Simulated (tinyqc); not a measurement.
Inside a calculation: Wannier functions of a composite (isolated) pair of valence bands (bonds of an sp chain). Values are carried at full precision from step to step, so a last printed digit may differ when a step is redone from the rounded ones.

Each atom has a hybrid pointing left (<) and right (>). H(k): diagonal +V3 on A, -V3 on B; <A<|A>> = -V1a, <B<|B>> = -V1b, <A>|B<> = -V2, <B>|A<> = -V2p exp(ik); k in 1/a, Bloch sums with exp(ikR). The two lowest bands are filled. Trial functions in cell 0: g1 = cos(c) A> + sin(c) B<, and g2 = sin(c) B> + cos(c) A< of cell 1, whose Bloch vector has cos(c) exp(-ik) on A<. Projection A_mn = <psi_m|g_n>, S = A^+ A, Loewdin U = A S^(-1/2), Bloch-like states w_n = sum_m psi_m U_mn, H_W(k) = U^+ diag(E) U. P = sum_m |psi_m><psi_m| is free of phase choices, and S = g^+ P g, w = P g S^(-1/2).

Parameters, chosen for this exercise:
- V2 = 2.65 eV (coupling in the bond A-B inside the cell)
- V2p = 3.13 eV (coupling in the bond to the next cell)
- V1a = 0.88 eV (coupling of the two hybrids on A)
- V1b = 0.83 eV (the same on B)
- V3 = 0.66 eV (A at +V3, B at -V3)
- j = 4 (mesh point, k = 2 pi j/N)
- N = 5 (k points)
- c = 45 degrees (trial bonds cos(c) on A, sin(c) on B)
- xb = 0.41 a (position of B (A at 0))

## H at one mesh point

Fill in the matrix.

H(k) (eV), lower triangle (Hermitian):
```
                 A<       A>       B<       B>
A<           0.6600
A>          -0.8800   0.6600
B<                0  -2.6500  -0.6600
B>  -0.9672+2.9768i        0  -0.8300  -0.6600
```

## Levels and the projector on the filled bands

Diagonalise; P = sum over the two lowest states of |psi><psi|.

levels (eV): -3.7305  -2.2845  2.2716  3.7433

P, lower triangle (Hermitian):
```
                A<               A>              B<      B>
A<          0.4018
A>  0.0546+0.0639i           0.3839
B<  0.0098+0.0160i   0.4782+0.0212i          0.6161
B>  0.1319-0.4642i  -0.0087-0.0168i  0.0497+0.0678i  0.5982
```

The filled states put 1.571 electrons on A and 2.429 on B at this k.

## Loewdin orthogonalisation

The trial vectors are the columns g1 = (0, cos c, sin c, 0), g2 = (cos c exp(-ik), 0, 0, sin c), k = 2 pi j/N. Form S = g^+ P g, its eigenvalues, S^(-1/2), and w = P g S^(-1/2).

S:
```
                 1                2
1           0.9782  -0.0076+0.0175i
2  -0.0076-0.0175i           0.9823
```

eigenvalues of S: 0.9611  0.9994

S^(-1/2):
```
                1               2
1          1.0112  0.0039-0.0090i
2  0.0039+0.0090i          1.0091
```

w:
```
                 1                2
A<  0.0413-0.0532i   0.1824+0.6033i
A>  0.6157-0.0153i  -0.0353+0.0576i
B<  0.7829+0.0153i   0.0299-0.0451i
B>  0.0324+0.0433i   0.7714-0.0129i
```

The combinations of the trial bonds that diagonalise S lie 96.1 to 99.9 % inside the filled space; an eigenvalue near zero would mark a poor choice.

## The Hamiltonian in the new basis

H_W = w^+ H w; its eigenvalues must be the two filled levels.

H_W(k) (eV):
```
               1              2
1         -2.774  -0.606-0.318i
2  -0.606+0.318i         -3.241
```

eigenvalues (eV): -3.730  -2.284

## Hoppings between the Wannier functions

H_mn(R) = (1/N) sum_k exp(-ikR) H_W,mn(k), the coupling of function m in cell 0 to function n in cell R.

H(R) (eV):

| R | 11 | 12 | 21 | 22 |
|---|---|---|---|---|
| -2 | 0.0007 | -0.0026 | -0.0003 | 0.0008 |
| -1 | 0.0285 | -0.3392 | -0.0061 | 0.0290 |
| 0 | -2.7901 | -0.5013 | -0.5013 | -3.2580 |
| 1 | 0.0285 | -0.0061 | -0.3392 | 0.0290 |
| 2 | 0.0007 | -0.0003 | -0.0026 | 0.0008 |

The bond levels are -2.790 and -3.258 eV, against -sqrt(V2^2 + V3^2) = -2.731 and -3.199 for isolated bonds. Neighbouring bonds couple by -0.501 eV through B; the bond-orbital estimate is -V1b (1 + ap)/2 = -0.507 with the mean V2 in ap = V3/sqrt(V2^2 + V3^2).

## The functions in real space

w_n(R) = (1/N) sum_k exp(ikR) w_n(k); point-like hybrids at R (A) and R + xb (B) give centres and spreads.

Function 1:

| R | A< | A> | B< | B> |
|---|---|---|---|---|
| -2 | -0.0001 | 0.0003 | -0.0001 | -0.0016 |
| -1 | 0.0011 | 0.0073 | -0.0044 | -0.0439 |
| 0 | 0.0559 | 0.6161 | 0.7812 | 0.0444 |
| 1 | -0.0536 | -0.0084 | 0.0112 | 0.0006 |
| 2 | -0.0021 | -0.0003 | 0.0006 | -0.0001 |

centres (a): 1 0.2529, 2 0.6472

spreads (a^2): 1 0.0429, 2 0.0859

Function 1 has 99.0 % of its weight on the two hybrids of its bond. Its centre lies +0.0479 a from the middle of the bond, towards B, the atom with the lower level.

## Checks

- Eigenvalues of H_W against the filled levels: they agree to 1e-10 or better.
- W^+ w against the unit matrix: they agree to 1e-10 or better.

Program tinyqc; command `OMP_NUM_THREADS=1 python tinyqc.py 1450499 1450500 out.jsonl`; about 0.2 s on one thread of a shared Intel(R) Xeon(R) Processor @ 2.30GHz.
